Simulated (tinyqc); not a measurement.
Out-diffusion of a doped substrate or buried layer into a growing epitaxial film: one step, computed by the program tinyqc. Command: `OMP_NUM_THREADS=1 python tinyqc.py 3021111 3021112 out.jsonl buried walk`. One thread of a shared host (Intel(R) Xeon(R) Processor @ 2.30GHz), about 0.01 s of CPU time with the checks.

x is counted from the original substrate surface into the film, whose surface moves as x = v t. Substrate dopant has one diffusivity; the dopant of the film is taken as uniform.

Task: Profile in the film. After growth and the later budget: l2 = 2 sqrt(D t + (Dt)2); C(x) = (C_s/2) erfc(x/l2) + share x C_s exp(-x/decay length) for x > 0 (autodoping taken as unchanged by the later budget). The transition x_t solves C(x) = C_e, where the total doping is twice the intended value. Positions are 0.05, 0.2, 0.4, 0.6, 0.8, 1, 1.25 and 1.5 of x_t with autodoping (any beyond the film thickness are formal); net doping = C + C_e.

Inputs (values chosen for the exercise, modelled on phosphorus in silicon):

| quantity | value | unit |
|---|---|---|
| substrate concentration C_s | 1.4e+19 | 1/cm^3 |
| film doping C_e | 2e+16 | 1/cm^3 |
| growth temperature T | 975 | C |
| autodoping level at the start, as a share of C_s | 0.0001 | - |
| decay length of autodoping | 0.62 | um |

Film doping: same type as the substrate.

x_t with autodoping = 0.1730531 um

length l2 = 0.08159657 um

Give: Concentrations (1/cm^3).

Result:

Concentrations (1/cm^3):

| x/x_t | x (um) | diffusion | autodoping | net doping |
|---|---|---|---|---|
| 0.05 | 0.00865 | 6.1655e+18 | 1.3806e+15 | 6.1869e+18 |
| 0.20 | 0.03461 | 3.8402e+18 | 1.3240e+15 | 3.8615e+18 |
| 0.40 | 0.06922 | 1.6117e+18 | 1.2521e+15 | 1.6330e+18 |
| 0.60 | 0.10383 | 5.0348e+17 | 1.1841e+15 | 5.2466e+17 |
| 0.80 | 0.13844 | 1.1494e+17 | 1.1198e+15 | 1.3606e+17 |
| 1.00 | 0.17305 | 1.8941e+16 | 1.0590e+15 | 4.0000e+16 |
| 1.25 | 0.21632 | 1.2421e+15 | 9.8765e+14 | 2.2230e+16 |
| 1.50 | 0.25958 | 4.7797e+13 | 9.2108e+14 | 2.0969e+16 |

Caution: the substrate doping is comparable to or above the intrinsic density at growth temperature, so the diffusivity may be higher on that side.
